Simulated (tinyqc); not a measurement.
Inside a calculation. Method: G0W0 on RHF in the 6-31g basis, for H3+, spin multiplicity 1. One step of it, computed by the program tinyqc.

Question. Screening: direct RPA. With D = e_a - e_i and K = (ia|jb): diagonalise D^(1/2) (D + 4K) D^(1/2) = Z w^2 Z^T; X + Y = D^(1/2) Z w^(-1/2), each column of Z with its largest component positive (the first on a tie); E_c = (sum w - tr (D + 2K)) / 2.

orbital energies (hartree): MO1 -0.979724, MO2 -0.374874, MO3 -0.032410, MO4 0.553705, MO5 0.645491, MO6 0.867209

Two-electron integrals over orbitals (pq|rs), unique and non-zero (hartree):
```
(11|11) 0.567767    (21|11) -0.000133   (21|21) 0.120558    (22|11) 0.442059
(22|21) 0.000135    (22|22) 0.442972    (31|11) 0.083737    (31|21) 0.000026
(31|22) -0.006137   (31|31) 0.065674    (32|11) 0.000056    (32|21) -0.084628
(32|22) -0.000118   (32|31) -0.000048   (32|32) 0.089230    (33|11) 0.394726
(33|21) -0.000103   (33|22) 0.364044    (33|31) 0.020870    (33|32) 0.000094
(33|33) 0.346624    (41|11) -0.083359   (41|21) 0.000078    (41|22) -0.075302
(41|31) -0.003103   (41|32) -0.000027   (41|33) -0.043165   (41|41) 0.055932
(42|11) 0.000103    (42|21) -0.063891   (42|22) -0.000059   (42|31) 1.76e-06
(42|32) 0.038490    (42|33) 0.000044    (42|41) -0.000065   (42|42) 0.060335
(43|11) 0.024277    (43|21) 0.000016    (43|22) 0.034647    (43|31) -0.006344
(43|32) -0.000018   (43|33) 0.012360    (43|41) -0.008058   (43|42) 0.000015
(43|43) 0.020277    (44|11) 0.449964    (44|21) -0.000144   (44|22) 0.407809
(44|31) 0.026108    (44|32) 0.000093    (44|33) 0.343988    (44|41) -0.063862
(44|42) 0.000099    (44|43) 0.036005    (44|44) 0.415124    (51|11) 0.000112
(51|21) -0.061433   (51|22) -0.000103   (51|31) 0.000049    (51|32) 0.032868
(51|33) 0.000050    (51|41) -0.000052   (51|42) 0.054089    (51|43) -0.000019
(51|44) 0.000058    (51|51) 0.050261    (52|11) -0.106369   (52|21) -0.000127
(52|22) -0.104169   (52|31) 0.001764    (52|32) 0.000067    (52|33) -0.046655
(52|41) 0.058284    (52|42) 0.000108    (52|43) -0.027409   (52|44) -0.099865
(52|51) 0.000144    (52|52) 0.084237    (53|11) 0.000140    (53|21) 0.000991
(53|22) 0.000067    (53|31) 0.000043    (53|32) 0.016626    (53|33) 0.000087
(53|41) -0.000029   (53|42) -0.022100   (53|43) -0.000020   (53|44) 0.000089
(53|51) -0.018968   (53|52) -0.000106   (53|53) 0.029493    (54|11) -0.000108
(54|21) 0.124508    (54|22) 0.000216    (54|31) -0.000007   (54|32) -0.092010
(54|33) -0.000087   (54|41) 0.000043    (54|42) -0.076768   (54|43) 0.000032
(54|44) -0.000110   (54|51) -0.071863   (54|52) -0.000213   (54|53) 0.005546
(54|54) 0.146989    (55|11) 0.413580    (55|21) 0.000363    (55|22) 0.421566
(55|31) -0.010337   (55|32) -0.000295   (55|33) 0.341328    (55|41) -0.080352
(55|42) -0.000225   (55|43) 0.035824    (55|44) 0.401691    (55|51) -0.000266
(55|52) -0.111943   (55|53) 0.000072    (55|54) 0.000522    (55|55) 0.425037
(61|11) -0.076088   (61|21) -0.000073   (61|22) 0.016858    (61|31) -0.066334
(61|32) 0.000081    (61|33) -0.030585   (61|41) 0.011324    (61|42) 0.000065
(61|43) 0.026371    (61|44) -0.002870   (61|51) -0.000030   (61|52) -0.018467
(61|53) -0.000083   (61|54) -0.000049   (61|55) 0.026530    (61|61) 0.102370
(62|11) -0.000111   (62|21) 0.059977    (62|22) -0.000043   (62|31) 0.000061
(62|32) -0.035585   (62|33) -0.000069   (62|41) 0.000098    (62|42) -0.046538
(62|43) -0.000048   (62|44) -0.000157   (62|51) -0.042712   (62|52) -0.000015
(62|53) 0.018919    (62|54) 0.069824    (62|55) 0.000080    (62|61) -0.000134
(62|62) 0.044667    (63|11) -0.139862   (63|21) 0.000078    (63|22) -0.070345
(63|31) -0.047029   (63|32) -0.000008   (63|33) -0.057468   (63|41) 0.045285
(63|42) -0.000089   (63|43) -0.003086   (63|44) -0.082325   (63|51) -0.000107
(63|52) 0.046872    (63|53) -0.000033   (63|54) 0.000079    (63|55) -0.063270
(63|61) 0.057273    (63|62) 0.000076    (63|63) 0.078794    (64|11) 0.024699
(64|21) 0.000189    (64|22) -0.045906   (64|31) 0.052749    (64|32) -0.000168
(64|33) -0.001203   (64|41) 0.023259    (64|42) -0.000120   (64|43) -0.016772
(64|44) -0.017335   (64|51) -0.000049   (64|52) 0.039202    (64|53) 0.000033
(64|54) 0.000171    (64|55) -0.059201   (64|61) -0.064019   (64|62) 0.000195
(64|63) -0.021660   (64|64) 0.068451    (65|11) -0.000066   (65|21) -0.086021
(65|22) -0.000097   (65|31) -0.000143   (65|32) 0.071616    (65|33) 0.000024
(65|41) -0.000037   (65|42) 0.057945    (65|43) 0.000025    (65|44) 0.000081
(65|51) 0.052483    (65|52) 0.000090    (65|53) -0.001328   (65|54) -0.104076
(65|55) -0.000296   (65|61) 0.000240    (65|62) -0.048129   (65|63) 0.000050
(65|64) -0.000290   (65|65) 0.080332    (66|11) 0.557819    (66|21) -0.000347
(66|22) 0.415489    (66|31) 0.098720    (66|32) 0.000218    (66|33) 0.395513
(66|41) -0.096186   (66|42) 0.000250    (66|43) 0.009900    (66|44) 0.435017
(66|51) 0.000288    (66|52) -0.096946   (66|53) 0.000151    (66|54) -0.000388
(66|55) 0.396722    (66|61) -0.120219   (66|62) -0.000206   (66|63) -0.159665
(66|64) 0.048120    (66|65) 0.000066    (66|66) 0.605910
```

Give: D^(1/2) (D + 4K) D^(1/2); excitation energies w; X + Y; RPA correlation energy.

Answer.

D^(1/2) (D + 4K) D^(1/2) (hartree^2), lower triangle:
```
         1>2      1>3      1>4      1>5     1>6
1>2   0.6575
1>3   0.0001   1.1463
1>4   0.0003  -0.0150   2.6945
1>5  -0.2436   0.0002  -0.0003   2.9681
1>6  -0.0003  -0.3510   0.0762  -0.0002  4.1674
```

excitation energies w (hartree): 0.7951  1.0517  1.6403  1.7302  2.0522

X + Y:
```
           1        2        3        4        5
1>2   0.8675   0.0001   0.0000  -0.0613   0.0000
1>3  -0.0002   0.9429   0.0015   0.0001  -0.0774
1>4  -0.0002   0.0047   0.9656  -0.0011   0.0441
1>5   0.1483  -0.0001   0.0012   0.9640  -0.0002
1>6   0.0001   0.1508  -0.0542   0.0003   0.9413
```

RPA correlation energy = -0.038966 hartree
